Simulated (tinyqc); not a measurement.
## Long-channel MOSFET, surface-potential model: effect of the acceptor density of the body

n-channel transistor on a uniformly doped p-type body, gradual-channel approximation, constant mobility, Boltzmann statistics, full ionisation. Potentials are counted from the neutral body; V is the electron quasi-Fermi potential, Vsb at the source and Vsb + Vds at the drain. Charges are magnitudes per area.

ni = sqrt(Nc Nv) exp(-Eg/(2 Vt)), Eg in volts; phiF = Vt ln(Na/ni); Cox = eps0 eox/tox; gamma = sqrt(2 q eps0 eps_r Na)/Cox. The surface potential psi at channel potential V solves Vgs + Vsb - Vfb - psi = gamma sqrt(G), G = psi - Vt + Vt exp((psi - 2 phiF - V)/Vt). Charge sheet: Qi = Cox gamma [sqrt(G) - sqrt(psi - Vt)]; I = mu (W/L) [integral of Qi dpsi from psi_0 to psi_L (drift) + Vt (Qi0 - QiL) (diffusion)], with psi_0 at V = Vsb and psi_L at V = Vsb + Vds. VT = Vfb + 2 phiF + gamma sqrt(2 phiF + Vsb), m = 1 + gamma/(2 sqrt(2 phiF + Vsb)). The swing is 20 mV/log10[I(VT - 0.14 V)/I(VT - 0.16 V)] of the charge-sheet current at the given Vds.

Values chosen for this exercise; material values close to those of silicon:
```
symbol,value,unit,meaning
T,293,K,temperature
Eg,1.14,eV,band gap
eps_r,11.6,,relative permittivity of the semiconductor
Nc,2.66e19,cm^-3,conduction-band density of states at T
Nv,2.51e19,cm^-3,valence-band density of states at T
eox,9.03,,relative permittivity of the gate insulator
tox,6.3,nm,insulator thickness
Vfb,-0.45,V,flat-band voltage
mu,270,cm^2/(V s),channel mobility
W,20,um,gate width
L,1,um,gate length
Vsb,0.5,V,source-body reverse bias
Vgs,1.24,V,gate-source voltage
Vds,1.2,V,drain-source voltage
```

Constants: q = 1.602176634e-19 C, kB = 1.380649e-23 J/K, Vt = kB T/q, eps0 = 8.8541878128e-14 F/cm where lengths are in cm. Results are converted to the units shown.

Results:
```
Na (cm^-3)	gamma (V^0.5)	VT (V)	m	swing (mV/decade)	I at Vgs, Vds (uA)
5.1e16	0.1021	0.4930	1.044	61.57	1101
9.4e16	0.1386	0.5678	1.060	62.50	877.4
1.7e17	0.1864	0.6558	1.079	63.70	640.9
3.2e17	0.2557	0.7728	1.107	65.43	382.6
1.1e18	0.4741	1.107	1.195	70.79	20.78
2e18	0.6393	1.347	1.260	74.78	0.05135
```

Estimate the missing row, Na = 6e17 cm^-3.

Computed row:
```
Na (cm^-3)	gamma (V^0.5)	VT (V)	m	swing (mV/decade)	I at Vgs, Vds (uA)
6e17	0.3501	0.9216	1.145	67.76	154.7
```

With this row back in the table: As Na goes from 5.1e16 to 2e18 cm^-3, VT rises from 0.493 to 1.35 V, the swing rises from 61.6 to 74.8 mV a decade and the current falls from 1100 to 0.0514 uA. The swing is 1.4 % above m Vt ln 10 in the first row and 2.1 % above it in the last. The gate voltage is below VT in 1 of the 7 rows. For Na = 5.1e16 to 1.1e18 cm^-3 the surface electron density at the source passes 0.3 Nc, where degeneracy and quantisation, left out here, matter.

Computed by the program tinyqc: `OMP_NUM_THREADS=1 python tinyqc.py 2360174 2360175 out.jsonl`, one thread of a shared Intel Xeon 2.30GHz, about 0.06 s for the whole run.
